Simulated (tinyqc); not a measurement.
Newton steps for the Fermi level: carrier statistics of a doped semiconductor with parabolic bands.

Parameters, chosen for this exercise (near those of Ge; not measured data): ND = 2.7e+15 1/cm^3 (donors); NA = 1.5e+14 1/cm^3 (acceptors); E_start = 0.58 eV (first guess of EF); cap = 20 (iteration cap).

Eg = 0.716483 eV
kT = 0.0129260 eV
Nc = 3.63828e+18 1/cm^3
Nv = 1.81151e+18 1/cm^3

Boltzmann statistics and full ionisation: n = Nc exp((EF - Eg)/kT), p = Nv exp(-EF/kT). First run: Newton on f = p + ND - n - NA. Second run: Newton on ln(p + ND) - ln(n + NA). Stop when the step is below 1e-7 eV.

First run:

| step | EF (eV) | n (1/cm^3) | step taken (kT) |
|---|---|---|---|
| 1 | 0.58000 | 9.45e+13 | 25.994 |
| 2 | 0.91600 | 1.84e+25 | -1.000 |
| 3 | 0.90307 | 6.76e+24 | -1.000 |
| 4 | 0.89015 | 2.49e+24 | -1.000 |
| 5 | 0.87722 | 9.15e+23 | -1.000 |
| 6 | 0.86429 | 3.37e+23 | -1.000 |
| 7 | 0.85137 | 1.24e+23 | -1.000 |
| 8 | 0.83844 | 4.56e+22 | -1.000 |
| 9 | 0.82552 | 1.68e+22 | -1.000 |
| 10 | 0.81259 | 6.17e+21 | -1.000 |
| 11 | 0.79966 | 2.27e+21 | -1.000 |
| 12 | 0.78674 | 8.34e+20 | -1.000 |
| 13 | 0.77381 | 3.07e+20 | -1.000 |
| 14 | 0.76089 | 1.13e+20 | -1.000 |
| 15 | 0.74796 | 4.15e+19 | -1.000 |
| 16 | 0.73504 | 1.53e+19 | -1.000 |
| 17 | 0.72211 | 5.62e+18 | -1.000 |
| 18 | 0.70919 | 2.07e+18 | -0.999 |
| 19 | 0.69628 | 7.62e+17 | -0.997 |
| 20 | 0.68340 | 2.81e+17 | -0.991 |

Second run:

| step | EF (eV) | n (1/cm^3) | step taken (kT) |
|---|---|---|---|
| 1 | 0.58000 | 9.45e+13 | 6.216 |
| 2 | 0.66035 | 4.73e+16 | -2.875 |
| 3 | 0.62318 | 2.67e+15 | -0.045 |
| 4 | 0.62260 | 2.55e+15 | 0.000 |
| 5 | 0.62260 | 2.55e+15 | 0.000 |

Has the first run converged, and what does its course show?

No: the last step is still 0.99 kT. The first step jumps by 26.0 kT, far past the root, because the slope -(n + p)/kT is small at the start; after it n is far too large, the residual is a pure exponential, and Newton then retreats by one kT a step (19 such steps here). The rerun on the logarithm, which is close to linear in EF once n outweighs the compensating charge, converges in 5 steps to EF = 0.62260 eV.

Run: tinyqc, `OMP_NUM_THREADS=1 python tinyqc.py 1681799 1681800 out.jsonl`; Intel(R) Xeon(R) Processor @ 2.30GHz, one thread, shared host; about 0.01 s of CPU time with all checks.
